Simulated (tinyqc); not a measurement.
# Field from the level spacing

Problem. In a triangular well E_k = a_k (C F^2/mz1)^(1/3), a_1 = 2.338107, a_2 = 4.087949, C = hbar^2/(2 m0), F in eV/nm (1 MV/cm = 0.1 eV/nm). Find F, E_1, the mean distance 2 E_1/(3 F) of the lowest level and the sheet charge eps0 eps_r F/q behind such a field.

Values chosen for this exercise:
- eps_r = 16.1 (relative permittivity)
- mz1 = 1.57 m0 (mass along z of valley set A (1 valley(s)))

Constants: q = 1.602176634e-19 C, hbar = 1.054571817e-34 J s, m0 = 9.1093837015e-31 kg, eps0 = 8.8541878128e-14 F/cm where lengths are in cm, hbar^2/(2 m0) = 0.0380998212 eV nm^2. Results are converted to the units shown.

spacing of the two lowest levels = 62.180218 meV

Answer. The spacing over a_2 - a_1 is the energy scale (C F^2/mz1)^(1/3), which gives F.

F = 0.430 MV/cm
E_1 = 83.1 meV
mean distance = 1.29 nm
sheet charge over q = 3.83e12 cm^-2

Computed by the program tinyqc: `OMP_NUM_THREADS=1 python tinyqc.py 2160053 2160054 out.jsonl`, one thread of a shared Intel Xeon 2.30GHz, about 2 s for the whole run.
